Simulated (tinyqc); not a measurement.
Worked calculation: Hubbard chain of 2 sites. Computed by tinyqc, a small Python program that keeps every step. Settings: hopping = 1.63, U = 9.3, mixing = 0.5, iteration cap = 83. Command: `OMP_NUM_THREADS=1 python tinyqc.py 25346 25347 out.jsonl` (the two numbers bound the seeds that draw the settings). One thread of a shared host (Intel(R) Xeon(R) Processor @ 2.60GHz), about 0.2 s of CPU time with the checks. Later iterations appear only in the table of the cycle.

## Mean-field iteration 1

one-body matrix (hopping and site energies) (eV):
```
          1         2
1   0.00000  -1.63000
2  -1.63000   0.00000
```

U = 9.30000 eV

electrons, up and down: 1  1

mixing = 0.50000

n(up) at the start (a guess, not normalised): 1 0.95000, 2 0.05000

n(down) at the start (a guess): 1 0.05000, 2 0.95000

H(up) = T + U n(down), H(down) = T + U n(up); fill the lowest levels; n(new) = n + mixing (n(out) - n); E = tr T (rho up + rho down) + U sum n_up n_down of the output.

levels, up (eV): 0.15877  9.14123

levels, down (eV): 0.15877  9.14123

energy = -0.57066 eV

n(up) after iteration 1: 1 0.95795, 2 0.04205

n(down) after iteration 1: 1 0.04205, 2 0.95795

## Mean-field iteration 2

As before.

levels, up (eV): 0.08976  9.21024

levels, down (eV): 0.08976  9.21024

energy = -0.57115 eV

n(up) after iteration 2: 1 0.96246, 2 0.03754

n(down) after iteration 2: 1 0.03754, 2 0.96246

## Mean-field iteration 3

As before.

levels, up (eV): 0.05059  9.24941

levels, down (eV): 0.05059  9.24941

energy = -0.57131 eV

n(up) after iteration 3: 1 0.96500, 2 0.03500

n(down) after iteration 3: 1 0.03500, 2 0.96500

## Convergence

Each step fills the lowest levels of T + U n(other spin) and sets n(new) = n + mixing (n(out) - n); stop when output and input agree to 1e-8.

Course of the cycle:

| iteration | E (eV) | largest \|n(out) - n(in)\| | mean \|n_up - n_down\| |
|---|---|---|---|
| 1 | -0.5706623 | 1.59e-02 | 0.93182 |
| 2 | -0.5711550 | 9.01e-03 | 0.93394 |
| 3 | -0.5713072 | 5.09e-03 | 0.93510 |
| 4 | -0.5713547 | 2.86e-03 | 0.93574 |
| 5 | -0.5713695 | 1.61e-03 | 0.93609 |
| 6 | -0.5713742 | 9.05e-04 | 0.93629 |
| 7 | -0.5713757 | 5.08e-04 | 0.93641 |
| 8 | -0.5713761 | 2.85e-04 | 0.93647 |
| 9 | -0.5713763 | 1.60e-04 | 0.93650 |
| 10 | -0.5713763 | 9.00e-05 | 0.93652 |
| 11 | -0.5713763 | 5.05e-05 | 0.93653 |
| ... | ... | ... | ... |
| 16 | -0.5713763 | 2.82e-06 | 0.93655 |
| 17 | -0.5713763 | 1.58e-06 | 0.93655 |
| 18 | -0.5713763 | 8.89e-07 | 0.93655 |
| 19 | -0.5713763 | 4.99e-07 | 0.93655 |
| 20 | -0.5713763 | 2.80e-07 | 0.93655 |
| 21 | -0.5713763 | 1.57e-07 | 0.93655 |
| 22 | -0.5713763 | 8.83e-08 | 0.93655 |
| 23 | -0.5713763 | 4.96e-08 | 0.93655 |
| 24 | -0.5713763 | 2.78e-08 | 0.93655 |
| 25 | -0.5713763 | 1.56e-08 | 0.93655 |
| 26 | -0.5713763 | 8.77e-09 | 0.93655 |

local moments n_up - n_down: 1 0.93655, 2 -0.93655

Converged in 26 iterations. Before convergence this energy mixes input and output and is not variational, so it may rise towards its limit.

## The many-body Hamiltonian

Basis: all placements (u, d, 2, 0 on each site), up operators ordered before down ones; hops carry the sign of the same-spin electrons passed.

H (eV):
```
          20        ud        du        02
20   9.30000  -1.63000  -1.63000   0.00000
ud  -1.63000   0.00000   0.00000  -1.63000
du  -1.63000   0.00000   0.00000  -1.63000
02   0.00000  -1.63000  -1.63000   9.30000
```

## Exact diagonalisation (4 states)

Lowest levels of the sector, and the double occupancy of the lowest state.

lowest levels (eV): -1.02892  0.00000  9.30000  10.32892

double occupancy per site = 0.04530

The mean-field solution above lies 0.4575 eV above the exact energy.
